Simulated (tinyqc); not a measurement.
Atomic layer deposition: Langmuir saturation, growth per cycle and coating of deep features: one step, computed by the program tinyqc. Command: `OMP_NUM_THREADS=1 python tinyqc.py 3024646 3024647 out.jsonl ald walk`. One thread of a shared host (Intel(R) Xeon(R) Processor @ 2.30GHz), about 0.01 s of CPU time with the checks.

Precursor A sticks only on free sites, so a long enough pulse saturates; co-reactant B then frees the sites again.

Task: Exposure for a deep feature. Diffusion-limited filling (Gordon) of a long trench of width w, hydraulic diameter 2w, so that a is replaced by a/2 in the hole formula: t = (q/F)(1 + 19a/8 + 3a^2/8). Reaction-limited filling needs ln(100)/k_a at any depth, k_a = beta F/q. Flow is molecular. The front picture holds when the modulus (a/2) sqrt(beta) is well above 1. Depth reached by the given pulse: solve the same formula for a. Exposure = p x diffusion-limited time; 1 langmuir = 1.33322e-4 Pa s.

Inputs (values chosen for the exercise, modelled on aluminium oxide from trimethylaluminium and water): site density q = 4.5 1/nm^2; sticking probability beta on free sites = 0.041; precursor pressure p = 4.3 Pa; temperature T = 175 C; pulse time t = 0.0036 s; aspect ratio a = 5.5.

Feature: long trench.

flux F = 63071.68 1/(nm^2 s)

Give: diffusion-limited time; exposure; modulus; aspect ratio reached by the front in time t.

Result:

diffusion-limited time = 0.001813 s

exposure = 58.46 langmuir

modulus = 0.5568

aspect ratio reached by the front in time t = 8.746

Caution: the modulus is not well above 1 or the Gordon time is under three times ln(100)/k_a, so there is no sharp front: the Gordon time is only a lower bound and the reaction time must be met as well. Caution: the pulse is shorter than ln(100)/k_a, so even the open surface is not saturated and the depth reached has no meaning. Caution: the depth reached is formal here: it is under 4/sqrt(beta), so no sharp front has formed.
